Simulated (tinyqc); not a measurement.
Inside a calculation. Method: CCSD on RHF in the 3-21g basis, for H2, spin multiplicity 1. Computed by tinyqc, a small Python program that keeps every step (integrals from PySCF). Settings: charge = 0, multiplicity = 1, basis = 3-21g, method = RHF, energy threshold = 1e-10, iteration cap = 84, orthogonalisation = canonical, start = atomic densities, DIIS depth = 6, amplitude equations = CCSD, DIIS depth for amplitudes = 4, cap on updates = 80. Command: `OMP_NUM_THREADS=1 python tinyqc.py 25308 25309 out.jsonl` (the two numbers bound the seeds that draw the settings). One thread of a shared host (Intel(R) Xeon(R) Processor @ 2.60GHz), about 0.1 s of CPU time with the checks. The early iterations of the SCF are left out here.

## One-electron integrals

Geometry (angstrom):
```
atom         x         y         z
H     0.000000  0.000000  0.000000
H     0.000000  0.000000  0.862000
```

Basis 3-21g: exponents (1/bohr^2) and contraction coefficients of normalised primitives:
```
element  l (shell)  exponent  coefficient
H            s (1)  5.447178     0.156285
H            s (1)  0.824547     0.904691
H            s (2)  0.183192     1.000000
```

Overlap, kinetic and nuclear-attraction integrals over the contracted functions; the nuclear repulsion is the sum of Za Zb / Rab.

nuclear repulsion = 0.61389468 hartree

overlap S:
```
          1H 1s     1H 2s     2H 1s     2H 2s
1H 1s  1.000000  0.645899  0.297607  0.432391
1H 2s  0.645899  1.000000  0.432391  0.784235
2H 1s  0.297607  0.432391  1.000000  0.645899
2H 2s  0.432391  0.784235  0.645899  1.000000
```

kinetic energy T (hartree):
```
          1H 1s     1H 2s     2H 1s     2H 2s
1H 1s  1.549405  0.293152  0.077748  0.143593
1H 2s  0.293152  0.274788  0.143593  0.180581
2H 1s  0.077748  0.143593  1.549405  0.293152
2H 2s  0.143593  0.180581  0.293152  0.274788
```

nuclear attraction V (hartree):
```
           1H 1s      1H 2s      2H 1s      2H 2s
1H 1s  -2.333258  -1.171371  -0.656627  -0.811963
1H 2s  -1.171371  -1.196714  -0.811963  -0.990461
2H 1s  -0.656627  -0.811963  -2.333258  -1.171371
2H 2s  -0.811963  -0.990461  -1.171371  -1.196714
```

core Hamiltonian H = T + V (hartree):
```
           1H 1s      1H 2s      2H 1s      2H 2s
1H 1s  -0.783854  -0.878219  -0.578879  -0.668371
1H 2s  -0.878219  -0.921926  -0.668371  -0.809880
2H 1s  -0.578879  -0.668371  -0.783854  -0.878219
2H 2s  -0.668371  -0.809880  -0.878219  -0.921926
```

## Two-electron integrals

Functions are numbered as in S; the eight-fold symmetry (ij|kl) = (ji|kl) = (kl|ij) leaves the list below.

Two-electron integrals (ij|kl) in chemists' order, unique and non-zero (hartree):
```
(11|11) 1.140145   (21|11) 0.611403   (21|21) 0.345152   (22|11) 0.626370
(22|21) 0.380329   (22|22) 0.482957   (31|11) 0.268236   (31|21) 0.153738
(31|22) 0.172840   (31|31) 0.092105   (32|11) 0.283140   (32|21) 0.172599
(32|22) 0.218027   (32|31) 0.110552   (32|32) 0.154039   (33|11) 0.597421
(33|21) 0.373149   (33|22) 0.490329   (33|31) 0.268236   (33|32) 0.401161
(33|33) 1.140145   (41|11) 0.401161   (41|21) 0.227500   (41|22) 0.252612
(41|31) 0.110552   (41|32) 0.127109   (41|33) 0.283140   (41|41) 0.154039
(42|11) 0.459638   (42|21) 0.281202   (42|22) 0.363953   (42|31) 0.144553
(42|32) 0.194463   (42|33) 0.459638   (42|41) 0.194463   (42|42) 0.297031
(43|11) 0.373149   (43|21) 0.231764   (43|22) 0.305484   (43|31) 0.153738
(43|32) 0.227500   (43|33) 0.611403   (43|41) 0.172599   (43|42) 0.281202
(43|43) 0.345152   (44|11) 0.490329   (44|21) 0.305484   (44|22) 0.414909
(44|31) 0.172840   (44|32) 0.252612   (44|33) 0.626370   (44|41) 0.218027
(44|42) 0.363953   (44|43) 0.380329   (44|44) 0.482957
```

## Orthogonalisation

S = U s U^T; canonical form X = U s^(-1/2), so that X^T S X = 1. Each column of U has its largest component positive (the first on a tie).

eigenvalues of S: 0.135370  0.435521  0.782788  2.646322

X:
```
               1          2          3         4
1H 1s  -0.677245   0.836885   0.747947  0.271434
1H 2s   1.798590  -0.669085   0.281634  0.339507
2H 1s   0.677245   0.836885  -0.747947  0.271434
2H 2s  -1.798590  -0.669085  -0.281634  0.339507
```

## Iteration 5 (converged): orbitals

converged F (hartree):
```
           1H 1s      1H 2s      2H 1s      2H 2s
1H 1s   0.160099  -0.462836  -0.472647  -0.466596
1H 2s  -0.462836  -0.339364  -0.466596  -0.392876
2H 1s  -0.472647  -0.466596   0.160099  -0.462836
2H 2s  -0.466596  -0.392876  -0.462836  -0.339364
```

Diagonalise F' = X^T F X, C = X C', fill 1 alpha and 1 beta electrons from the bottom; D = 2 C_occ C_occ^T. Each column has its largest component positive (the first on a tie).

F' = X^T F X (hartree):
```
           1         2          3          4
1   0.908330  0.000000  -0.578133   0.000000
2   0.000000  0.988319   0.000000   0.000110
3  -0.578133  0.000000   0.719605   0.000000
4   0.000000  0.000110   0.000000  -0.557461
```

orbital energies (hartree): MO1 -0.557461, MO2 0.228184, MO3 0.988319, MO4 1.399751

coefficients C:
```
            MO1        MO2        MO3        MO4
1H 1s  0.271374   0.131266   0.836904  -1.000428
1H 2s  0.339555   1.379451  -0.669061   1.188006
2H 1s  0.271374  -0.131266   0.836904   1.000428
2H 2s  0.339555  -1.379451  -0.669061  -1.188006
```

D after iteration 5:
```
          1H 1s     1H 2s     2H 1s     2H 2s
1H 1s  0.147288  0.184293  0.147288  0.184293
1H 2s  0.184293  0.230595  0.184293  0.230595
2H 1s  0.147288  0.184293  0.147288  0.184293
2H 2s  0.184293  0.230595  0.184293  0.230595
```

## Convergence

Stop when the energy changes by less than 1e-10 hartree and every element of the error matrix X^T (F D S - S D F) X is below 3e-06.

Course of the cycle:
```
iteration  E (hartree)     change  largest element of the error matrix
1          -0.78195949          -                             1.55e-01
2          -1.11324424  -3.31e-01                             3.38e-02
3          -1.11367020  -4.26e-04                             4.37e-03
4          -1.11367747  -7.26e-06                             1.07e-06
5          -1.11367747  -3.57e-13                             4.58e-07
```

PySCF RHF in the same basis = -1.11367747 hartree

Converged in 5 iterations.

## Integrals over molecular orbitals

(pq|rs) = sum C_ip C_jq C_kr C_ls (ij|kl), one index at a time.

one-electron integrals over orbitals h = C^T H C (hartree):
```
           1          2          3         4
1  -1.170111   0.000000  -0.149508  0.000000
2   0.000000  -0.585480   0.000000  0.200342
3  -0.149508   0.000000   0.004590  0.000000
4   0.000000   0.200342   0.000000  0.271056
```

Two-electron integrals over orbitals (pq|rs), unique and non-zero (hartree):
```
(11|11) 0.612650    (21|21) 0.101685    (22|11) 0.457674    (22|22) 0.415979
(31|11) 0.149508    (31|22) 0.063819    (31|31) 0.105227    (32|21) -0.003146
(32|32) 0.035128    (33|11) 0.544478    (33|22) 0.417739    (33|31) 0.129411
(33|33) 0.507448    (41|21) -0.080677   (41|32) -0.039929   (41|41) 0.119048
(42|11) -0.140510   (42|22) -0.066462   (42|31) -0.081048   (42|33) -0.117160
(42|42) 0.078361    (43|21) -0.110868   (43|32) -0.023419   (43|41) 0.127855
(43|43) 0.164483    (44|11) 0.623871    (44|22) 0.469931    (44|31) 0.188649
(44|33) 0.575076    (44|42) -0.168966   (44|44) 0.699325
```

## CCSD: starting amplitudes

t_ij^ab = <ij||ab> / (e_i + e_j - e_a - e_b), whose energy is MP2.

Starting amplitudes (spin orbitals 1a, 1b, ...; amplitudes related by a flip of all spins are not repeated):
```
from      to          t
1a 1b  2a 2b  -0.064715
1a 1b  3a 3b  -0.034037
1a 1b  4a 4b  -0.030413
1a 1b  2a 4b   0.029414
```

correlation energy = -0.01852868 hartree

## CCSD: amplitude update 1

t_i^a D_i^a and t_ij^ab D_ij^ab are set to the remaining terms of the spin-orbital equations, evaluated with the old amplitudes; for the doubles these are <ij||ab> + 1/2 <ab||ef> t_ij^ef + 1/2 <mn||ij> t_mn^ab + P(ij)P(ab) <mb||ej> t_im^ae + terms in t^2 + terms with t1, D the orbital-energy denominators.

Amplitudes after update 1 (spin orbitals 1a, 1b, ...; amplitudes related by a flip of all spins are not repeated):
```
from      to          t
1a 1b  2a 2b  -0.091344
1a 1b  2a 4b   0.040811
1a 1b  3a 3b  -0.040363
1a 1b  4a 4b  -0.035360
1a        3a   0.004811
```

correlation energy = -0.02432763 hartree

## CCSD: convergence

E_corr = 1/4 sum <ij||ab> t_ij^ab + 1/2 sum <ij||ab> t_i^a t_j^b; stop when the norm of the change is below 1e-8.

Course of the amplitude iterations:
```
update  correlation energy (hartree)  norm of the change
0                        -0.01852868                   -
1                        -0.02432763            6.47e-02
2                        -0.02638331            2.60e-02
3                        -0.02772657            1.08e-02
4                        -0.02771139            3.75e-04
5                        -0.02771199            2.05e-05
6                        -0.02771168            2.63e-06
7                        -0.02771168            7.93e-08
8                        -0.02771168            1.72e-08
9                        -0.02771168            3.52e-09
```

Converged amplitudes (spin orbitals 1a, 1b, ...; amplitudes related by a flip of all spins are not repeated):
```
from      to          t
1a 1b  2a 2b  -0.110365
1a 1b  2a 4b   0.048742
1a 1b  3a 3b  -0.040894
1a 1b  4a 4b  -0.036366
1a        3a   0.008739
```

CCSD total energy = -1.14138915 hartree

T1 diagnostic, norm of the one-spin t1 over sqrt(correlated electrons) = 0.006180

Converged in 9 updates, with DIIS from the third.
